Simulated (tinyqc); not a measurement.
One electron in a tunnel-coupled double dot: charge qubit, sensing and quantum capacitance: one step of the calculation.

Basis (left, right), H = [[ep/2, tc], [tc, -ep/2]], splitting Om = sqrt(ep^2 + 4 tc^2), ep = al times the gate voltage. In equilibrium the electron is on the right with the chance P_R = [1 + (ep/Om) tanh(Om/2 kB T)]/2.

Question. Dephasing by charge noise. Noise in ep shifts Om by (ep/Om) d + (2 tc^2/Om^3) d^2. For Gaussian d of deviation se the spread of Om is sqrt[(ep se/Om)^2 + 2 (2 tc^2 se^2/Om^3)^2], and T2* is estimated as sqrt(2) hbar/spread; Om T2*/h counts the oscillations within T2*.

Inputs (values chosen for the exercise): tunnel coupling tc = 11 ueV; deviation of quasi-static detuning noise se = 1.7 ueV; detuning ep = 19 ueV.

Constants: q = 1.602176634e-19 C, hbar = 1.054571817e-34 J s, h = 6.62607015e-34 J s. Results are converted to the units shown.

Give: first-order spread; second-order spread; T2*; oscillations within T2*.

Answer.

first-order spread = 1.111 ueV
second-order spread = 0.04027 ueV
T2* = 0.8372 ns
oscillations within T2* = 5.884

At ep = 0 the first-order term vanishes and T2* would be 10.0 ns.

Numbers from tinyqc (`OMP_NUM_THREADS=1 python tinyqc.py 2470134 2470135 out.jsonl`; about 0.01 s on one thread of a shared Intel Xeon 2.30GHz).
